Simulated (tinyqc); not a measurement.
Grain-boundary trapping model (Seto) of a polycrystalline semiconductor film: one step, computed by the program tinyqc.

Grains of equal size L are joined by thin boundaries with one trap level. Trapped carriers deplete a width W on each side and raise a barrier, crossed by thermionic emission. Dopants are fully ionised, statistics are non-degenerate and mu_g does not depend on T.

Problem. Resistivity and effective mobility. Boundary: sigma_b = L e^2 n_0 exp(-e V_B/k_B T)/sqrt(2 pi m k_B T); drift through the grain, depleted parts included: rho_g = [(1 - 2W/L) + (2W/L) int_0^1 exp(y^2 s^2) ds]/(e n_0 mu_g); rho = 1/sigma_b + rho_g. Mean carrier density n_av = n_0 [(1 - 2W/L) + (2W/L) (sqrt(pi)/2) erf(y)/y], y = sqrt(e V_B/k_B T); effective mobility 1/(e n_av rho).

Inputs (values chosen for the exercise, modelled on polycrystalline silicon): effective mass m = 0.3 m_0; grain size L = 42 nm; doping N = 1.6e+16 1/cm^3; mobility inside the grains mu_g = 180 cm^2/(V s); temperature T = 350 K.

Grain interior: resistance included.

depletion width W = 21 nm

barrier V_B = 0.005456377 V

E_F = -0.5116193 eV

centre density n_0 = 1.515602e+12 1/cm^3

Constants: k_B = 8.617333262e-05 eV/K; m_0 = 9.1093837015e-31 kg; k_B = 1.380649e-23 J/K; e = 1.602176634e-19 C.

Give: boundary resistivity; drift resistivity rho_g; resistivity rho; mean carrier density; effective mobility.

Solution.

boundary resistivity = 6680 ohm cm

drift resistivity rho_g = 24337 ohm cm

resistivity rho = 31017 ohm cm

mean carrier density = 1.429e+12 1/cm^3

effective mobility = 140.8 cm^2/(V s)

A single crystal with the same N and mu_g would have 2.17 ohm cm, a factor 14300 lower.
